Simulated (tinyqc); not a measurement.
## Depth and level of a trap from the time ratio

Inverse problem. For an oxide trap tc/te = exp(E/Vt) with E = E0 - dpsi - (xt/tox)(Vg - VT - dpsi), dpsi being the rise of the surface potential above its value at threshold. Find xt and E0, and the depth that would be read if dpsi were ignored.

Inputs (values chosen for the exercise):
```
symbol  value  unit              meaning
T         350     K          temperature
tox       9.6    nm  insulator thickness
```

Constants: q = 1.602176634e-19 C, kB = 1.380649e-23 J/K, Vt = kB T/q. Results are converted to the units shown.

Vg - VT (V): 0.44  0.59
tc/te: 1.8905009  0.28948737
dpsi (V): 0.081188639  0.091082716

Solution. E + dpsi is a straight line in the oxide voltage Vg - VT - dpsi with slope -xt/tox and intercept E0. Ignoring dpsi assigns the motion of the bands to the trap and overstates its depth.

xt = 3.20 nm
E0 = 0.220 eV
depth read without dpsi = 3.62 nm

Computed by the program tinyqc: `OMP_NUM_THREADS=1 python tinyqc.py 2710132 2710133 out.jsonl`, one thread of a shared Intel Xeon 2.30GHz, about 0.01 s for the whole run.
